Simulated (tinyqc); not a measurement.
# IGBT as a p-i-n diode in series with a MOS channel, on-state and switching loss: effect of the channel and accumulation resistance

High injection (n = p) in a drift layer from x = -W/2 (anode) to +W/2 (cathode side), recombination only in the layer with lifetime tau, ideal emitters. The channel feeds the cathode side and carries the whole current. Auger recombination, carrier-carrier scattering, emitter losses and the carrier dip under the p body are left out.

b = mn/mp, B = (b - 1)/(b + 1), La = sqrt(2 Vt mn mp tau/(mn + mp)), y = W/(2 La). n(x) = (tau J/(2 q La))[cosh(x/La)/sinh y - B sinh(x/La)/cosh y]. Vm = Vt [(8 b/(b + 1)^2)(sinh y/s) arctan(s sinh y) + B ln((1 + B tanh^2 y)/(1 - B tanh^2 y))], s = sqrt(1 - B^2 tanh^2 y); Vj = Vt ln(n(-W/2) n(W/2)/ni^2), ni = sqrt(Nc Nv) exp(-Eg/(2 Vt)), Eg in volts; Vc = J Rch; Von = Vm + Vj + Vc. Stored charge tau J, turn-off energy Eoff = ks tau J Vdc, loss at half duty 0.5 J Von + f Eoff. A unipolar device on the same layer has Vu = J (W/(q mn Nd) + Rch).

Parameters, values chosen for the exercise; material values close to those of silicon: temperature T = 350 K; band gap Eg = 1.13 eV; conduction-band density of states at T Nc = 3.58e19 cm^-3; valence-band density of states at T Nv = 3.31e19 cm^-3; electron mobility mn = 997 cm^2/(V s); hole mobility mp = 342 cm^2/(V s); width of the drift layer W = 130 um; doping of the drift layer Nd = 5.9e13 cm^-3; high-injection lifetime tau = 1.2 us; current density J = 150 A/cm^2; link voltage Vdc = 800 V; turn-off energy per stored charge and link voltage ks = 0.08; switching frequency f = 1 kHz.

Constants: q = 1.602176634e-19 C, kB = 1.380649e-23 J/K, Vt = kB T/q. Results are converted to the units shown.

The same in every row: y = 1.5140; Eoff (mJ/cm^2) = 11.520.

Effect of the channel and accumulation resistance:
```
Rch (mohm cm^2),Von (V),Vu (V),total loss (W/cm^2)
0.2,0.95815,206.94,83.381
0.4,0.98815,206.97,85.631
0.78,1.0451,207.02,89.906
1.5,1.1531,207.13,98.006
3.1,1.3931,207.37,116.01
6.1,1.8431,207.82,149.76
12,2.7281,208.71,216.13
```

What does the table show?

As Rch goes from 0.2 to 12 mohm cm^2, Von rises from 0.958 to 2.73 V, Eoff stays at 11.5 mJ/cm^2 and the total loss rises from 83.4 to 216 W/cm^2. Von is below Vu in 7 of the 7 rows. In every row the density at the anode passes 2e17 cm^-3, where Auger recombination and emitter losses matter.

Numbers from tinyqc (`OMP_NUM_THREADS=1 python tinyqc.py 2590020 2590021 out.jsonl`; about 0.01 s on one thread of a shared Intel Xeon 2.30GHz).
